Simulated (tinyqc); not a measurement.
# Trap density from the barrier height

Inverse problem. In a partly depleted grain with all boundary traps filled, 2 N W = Qt and VB = q N W^2/(2 eps0 eps_r). Find Qt, W and the doping at which VB would equal Vt.

Values chosen for this exercise: temperature T = 250 K; relative permittivity eps_r = 11.7.

Constants: q = 1.602176634e-19 C, kB = 1.380649e-23 J/K, Vt = kB T/q, eps0 = 8.8541878128e-14 F/cm where lengths are in cm. Results are converted to the units shown.

doping = 1.8e18 cm^-3
barrier height = 0.067126395 V

Solution. Eliminating W gives VB = q Qt^2/(8 eps0 eps_r N), which falls as 1/N.

Qt = 2.500e12 cm^-2
W = 6.944 nm
doping for VB = Vt = 5.609e18 cm^-3

Numbers from tinyqc (`OMP_NUM_THREADS=1 python tinyqc.py 2830178 2830179 out.jsonl`; about 0.01 s on one thread of a shared Intel Xeon 2.30GHz).
